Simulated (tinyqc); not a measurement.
What each parameter does: quantum-confined Stark effect in a modulator well.

Envelopes on cells of 0.5 angstrom over the well |z| < L/2 and 45 angstrom of barrier on each side, psi = 0 beyond, psi'/m continuous (mean mass between points), c = hbar^2/2m0. The electron sees + e F z and the hole - e F z, each with its offset in the barriers; 1 kV/cm = 1e-5 eV/angstrom. Light holes, band mixing and escape by tunnelling are left out.

Exciton: in-plane function exp(-rho/lam), 1/mu = 1/me + 1/mp, E(lam) = c/(mu lam^2) - (q/eps) times the integral over k of Fm(k)(1 + (k lam/2)^2)^(-3/2), Fm(k) the double integral of psi_e^2 psi_h^2 exp(-k |z - z'|), q = e^2/(4 pi eps0); binding Eb = -E at the minimum. Line at Eg + E_e + E_h - Eb, strength proportional to overlap^2/lam^2.

Constants: hbar^2/2m0 = 3.80998211 eV angstrom^2; e^2/(4 pi eps0) = 14.39964547 eV angstrom; hc = 1239.841984 eV nm.

Values chosen for the exercise (near those of a GaAs well in AlGaAs; the results hold for these values, not for the real material): L = 142 angstrom (well width); Vc = 0.267 eV (conduction offset); Vv = 0.142 eV (heavy-hole offset); me = 0.0662 m0 (electron, well); meb = 0.0942 m0 (electron, barrier); mh = 0.365 m0 (heavy hole along z, well); mhb = 0.391 m0 (heavy hole, barrier); Eg = 1.452 eV (gap of the well); mp = 0.152 m0 (heavy hole in the plane); eps = 12.3 (dielectric constant); F = 81 kV/cm (field).

Zero-field line, shift at F, overlap^2 and Eb at F. Each row changes one parameter from the base and keeps the others.

Results:

| case | line (nm) | shift (meV) | overlap^2 | Eb (meV) |
|---|---|---|---|---|
| base | 845.6 | -33.49 | 0.132 | 5.49 |
| L = 132 angstrom | 844.1 | -28.18 | 0.196 | 5.93 |
| F = 65 kV/cm | 845.6 | -23.19 | 0.211 | 5.82 |
| Vc = 0.214 eV | 846.1 | -34.42 | 0.122 | 5.40 |
| Vv = 0.177 eV | 845.6 | -32.75 | 0.139 | 5.54 |
| me = 0.0761 m0 | 846.8 | -33.60 | 0.117 | 5.70 |
| mh = 0.31 m0 | 845.3 | -32.79 | 0.146 | 5.52 |
| eps = 11.1 | 846.5 | -32.96 | 0.132 | 6.38 |

The largest shifts from the base row, up to three for each result and ties (the steps differ in size, so this ranks the rows, not the parameters). line (nm): L -1.5, me +1.2, eps +0.8; unchanged at the printed digits by F and Vv. shift (meV): F +10.30, L +5.31, Vc -0.93. overlap^2: F +0.079, L +0.064, mh +0.015; unchanged at the printed digits by eps. Eb (meV): eps +0.89, L +0.44, F +0.33.

Program tinyqc; command `OMP_NUM_THREADS=1 python tinyqc.py 1280843 1280844 out.jsonl`; about 0.1 s on one thread of a shared Intel(R) Xeon(R) Processor @ 2.30GHz.
